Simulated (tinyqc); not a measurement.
Comparisons within one model: phonon-assisted absorption at an indirect gap. A value that a table varies takes the place of the one given here.

alpha(E) = sum_j A_j [N_j (E - Eg + w_j)^2 + (N_j + 1)(E - Eg - w_j)^2], each bracket counted only where its base is positive; N_j = 1/(exp(w_j/kB T) - 1). The first term absorbs a phonon and the second emits one; excitons and direct transitions are left out.

Photodiode (Gaertner form with a dead layer): QE = (1 - R) exp(-alpha xj) [1 - exp(-alpha W)/(1 + alpha L)], R = ((nr - 1)/(nr + 1))^2; responsivity = QE/E in A/W for E in eV.

Constants: kB = 8.617333262e-05 eV/K.

Values chosen for the exercise (loosely those of GaP at room temperature; Eg is not tied to T; shifted at random, so the results belong to these values and not to a real crystal):
- Eg = 2.216 eV (indirect gap, held fixed unless listed)
- w = (45.9, 12.5) meV (two zone-edge phonons)
- A = (4600, 760) 1/(cm eV^2) (their strengths)
- T = 300 K
- nr = 3.38 (refractive index)
- xj = 0.11 micrometre (dead layer at the surface)
- W = 5.1 micrometre (depleted width)
- L = 2.6 micrometre (minority diffusion length below it)
- E = 2.467 eV (photon energy)

## The square root of alpha at three temperatures

The gap is held fixed, so only the phonon occupations change.

sqrt(alpha) (1/cm^(1/2)):

| E - Eg (eV) | 4 K | 300 K | 600 K |
|---|---|---|---|
| -0.04 | 0.000 | 0.181 | 0.335 |
| -0.02 | 0.000 | 0.793 | 1.469 |
| 0.00 | 0.000 | 1.472 | 2.686 |
| 0.02 | 0.207 | 2.340 | 4.136 |
| 0.04 | 0.758 | 3.434 | 5.838 |
| 0.07 | 2.277 | 5.540 | 8.853 |
| 0.10 | 4.391 | 8.175 | 12.395 |
| 0.15 | 8.014 | 12.875 | 18.668 |
| 0.20 | 11.660 | 17.695 | 25.102 |
| 0.30 | 18.969 | 27.442 | 38.126 |
| 0.45 | 29.944 | 42.142 | 57.790 |
| 0.60 | 40.922 | 56.873 | 77.502 |

Below the gap only phonon absorption acts: at E - Eg = -0.02 eV sqrt(alpha) is 0.000, 0.793 and 1.469 at 4, 300 and 600 K. A straight line through the last two rows meets the axis at E - Eg = +0.0409, +0.0209 and +0.0103 eV: the intercept is roughly a weighted mean of the thresholds, not the gap, and it moves from the emission side towards Eg as the occupations grow. At the last row alpha grows by a factor 3.59 from the lowest to the highest temperature at fixed gap.

## Spectral response

Response:

| E (eV) | wavelength (nm) | alpha (1/cm) | 1/alpha (micrometre) | dead layer | collected | QE | A/W |
|---|---|---|---|---|---|---|---|
| 2.24 | 554 | 6.47 | 1.54e+03 | 1.000 | 0.005 | 0.004 | 0.002 |
| 2.28 | 544 | 25.6 | 391 | 1.000 | 0.019 | 0.014 | 0.006 |
| 2.34 | 530 | 108 | 92.4 | 0.999 | 0.080 | 0.056 | 0.024 |
| 2.42 | 512 | 327 | 30.6 | 0.996 | 0.220 | 0.154 | 0.064 |
| 2.52 | 492 | 775 | 12.9 | 0.992 | 0.439 | 0.307 | 0.122 |
| 2.67 | 464 | 1.81e+03 | 5.53 | 0.980 | 0.730 | 0.504 | 0.189 |
| 2.87 | 432 | 3.87e+03 | 2.59 | 0.958 | 0.931 | 0.629 | 0.219 |
| 3.12 | 397 | 7.53e+03 | 1.33 | 0.921 | 0.993 | 0.644 | 0.206 |
| 3.42 | 363 | 1.35e+04 | 0.740 | 0.862 | 1.000 | 0.607 | 0.178 |
| 3.82 | 325 | 2.42e+04 | 0.413 | 0.766 | 1.000 | 0.540 | 0.141 |

QE is highest, 0.644, at 3.12 eV of those listed and the responsivity at 2.87 eV; reflection alone caps QE at 0.705. Near the gap weak absorption limits it (collected share 0.005); at the top the dead layer passes 0.766. Far above the gap the quadratic law and a constant index are only rough; in the real crystal direct transitions take over near 2.8 eV, so the rows above that understate alpha.

## What moves the response

At the energy E. Each row changes one parameter from the base and keeps the others.

Results:

| case | alpha (1/cm) | QE |
|---|---|---|
| base | 513.3 | 0.2249 |
| Eg = 2.196 eV | 605.5 | 0.2559 |
| T = 350 K | 591.0 | 0.2512 |
| W = 10.2 micrometre | 513.3 | 0.3345 |
| L = 1.3 micrometre | 513.3 | 0.1951 |
| xj = 0.22 micrometre | 513.3 | 0.2236 |
| nr = 3.55 | 513.3 | 0.2189 |

The largest shifts from the base row, up to three for each result and ties (the steps differ in size, so this ranks the rows, not the parameters). alpha (1/cm): Eg +92.2, T +77.7; unchanged at the printed digits by W, L, xj and nr. QE: W +0.1096, Eg +0.0310, L -0.0298.

Program tinyqc; command `OMP_NUM_THREADS=1 python tinyqc.py 1681967 1681968 out.jsonl`; about 0.01 s on one thread of a shared Intel(R) Xeon(R) Processor @ 2.30GHz.
